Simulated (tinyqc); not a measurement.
# Octagonal on-chip spiral inductor, lumped pi model: effects of single changes

Outer diameter do = di + 2 n wd + 2 (n - 1) sp, mean da = (do + di)/2, fill p = (do - di)/(do + di), length l = 3.314 n da. L = 2.25 mu0 n^2 da/(1 + 3.55 p), mu0 = 4 pi 1e-7 H/m. Rs = rho l/(wd delta (1 - exp(-th/delta))), delta = sqrt(rho/(pi f mu0)). Cs = n wd^2 eps0 eo/hu across the coil. At each end Cox = l wd eps0 eo/(2 ho) leads to the substrate branch Rsi = 2 rs he/(l wd) in parallel with Csi = l wd eps0 11.7/(2 he). With one end grounded Y = 1/(Rs + i w L) + i w Cs + 1/[1/(i w Cox) + 1/(1/Rsi + i w Csi)], w = 2 pi f; Q = -Im Y/Re Y. Eddy currents in neighbouring turns and in the substrate are left out.

Parameters, values chosen for the exercise; values of the order met in silicon radio-frequency processes: number of turns n = 2.5; line width wd = 6 um; space between turns sp = 2 um; inner diameter di = 140 um; metal thickness th = 2 um; metal resistivity rho = 3 uohm cm; oxide below the coil ho = 5.4 um; oxide between coil and underpass hu = 1.3 um; relative permittivity of the oxide eo = 3.9; substrate resistivity rs = 20 ohm cm; effective spreading depth in the substrate he = 30 um; frequency f = 3.4 GHz.

Constants: eps0 = 8.8541878128e-12 F/m. Results are converted to the units shown.

Each table varies one quantity; the others keep the values above.

## Quality factor against frequency

Apparent inductance Im(1/Y)/w; share of the loss Re(substrate branch)/Re Y.

Results:
```
f (GHz)  Rs (ohm)  w L/Rs      Q  apparent inductance (nH)  loss in the substrate (%)
0.56        4.241   1.649  1.648                     1.989                    0.01804
0.91        4.535   2.507  2.500                     1.990                    0.09329
2.4         5.449   5.502  5.338                     2.003                      2.039
4           6.202   8.056  7.321                     2.024                      7.202
6.5         7.183   11.30  8.860                     2.073                      17.89
11          8.655   15.88  8.942                     2.229                      36.31
17          10.31   20.60  6.957                     2.651                      54.14
29          13.05   27.76  1.854                     6.149                      73.37
```

Estimate the missing row, f = 1.5 GHz.

Computed row:
```
f (GHz)  Rs (ohm)  w L/Rs      Q  apparent inductance (nH)  loss in the substrate (%)
1.5         4.939   3.794  3.758                     1.995                     0.4942
```

With this row back in the table: Q goes from 1.65 through a maximum of 8.94 (at f = 11 GHz among the rows listed) to 1.85; the exact peak is 9.20 at 8.71 GHz and Q reaches zero at the self-resonance, 33.6 GHz. The share of the substrate rises from 0.0180 to 73.4 %, and the apparent inductance ends at 3.09 times L. At the peak the substrate takes 27.4 % of the loss. For f = 29 the coil is longer than 0.15 of a wavelength in the oxide, where one lumped section is rough.

## Effect of the metal thickness

Same model as above.

Peak Q and its frequency from a search over f; self-resonance where Im Y = 0; Q at the given f (negative beyond resonance).

The same in every row: L (nH) = 1.988; do (um) = 176.0.

Effect of the metal thickness:
```
th (um)  peak Q  f of the peak (GHz)  self-resonance (GHz)  Q at f
0.5       5.487                12.64                 33.53   2.649
0.9       7.206                10.86                 33.55   4.176
1.5       8.573                9.423                 33.56   5.781
2         9.196                8.714                 33.56   6.688
3         9.809                7.896                 33.56   7.784
4         10.05                7.485                 33.56   8.339
6         10.18                7.179                 33.56   8.765
9         10.20                7.102                 33.56   8.896
```

As th goes from 0.5 to 9, L stays at 1.99 nH, the peak Q rises from 5.49 to 10.2, its frequency falls from 12.6 to 7.10 GHz and the self-resonance stays near 33.6 GHz. Once th exceeds a few skin depths Rs no longer falls.

Numbers from tinyqc (`OMP_NUM_THREADS=1 python tinyqc.py 2302155 2302156 out.jsonl`; about 0.01 s on one thread of a shared Intel Xeon 2.30GHz).
